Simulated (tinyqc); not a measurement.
X-ray reflectivity of a thin film on silicon: critical angles, Parratt recursion, fringes and roughness: one step, computed by the program tinyqc. Command: `OMP_NUM_THREADS=1 python tinyqc.py 3120053 3120054 out.jsonl xrr walk`. One thread of a shared host (Intel(R) Xeon(R) Processor @ 2.30GHz), about 0.01 s of CPU time with the checks.

n = 1 - delta + i beta; the classical electron radius is r_e = 2.8179403e-6 nm. Layer 0 is vacuum, 1 the film, 2 the substrate.

Task: Fringe period, contrast and decay. Far above the critical angle the period is d theta = lambda/(2 d), or 2 pi/d in q; the envelope runs between (|r_01| - |r_12 p|)^2 and (|r_01| + |r_12 p|)^2; contrast = 2 a b/(a^2 + b^2) with a = |r_01|, b = |r_12 p|; roughness factors on the amplitudes are about exp(-q^2 sigma^2/2).

Inputs (values chosen for the exercise, modelled on TaN on silicon, copper K-alpha radiation):
```
quantity                              value  unit
wavelength lambda                   0.15406    nm
film thickness d                       14.4    nm
roughness of the surface sigma_1       0.34    nm
roughness of the interface sigma_2     0.65    nm
```

1000 r_01 = 8.780771-0.733873i

1000 r_12 = -1.883857+0.191052i

p = -0.5118280-0.7462664i

q = 4 pi sin(theta)/lambda = 2.988955 1/nm

Give: period in theta; period in q; contrast; roughness factor, surface; roughness factor, interface.

Result:

period in theta = 0.3065 degrees

period in q = 0.4363 1/nm

contrast = 0.3748

roughness factor, surface = 0.5967

roughness factor, interface = 0.1515
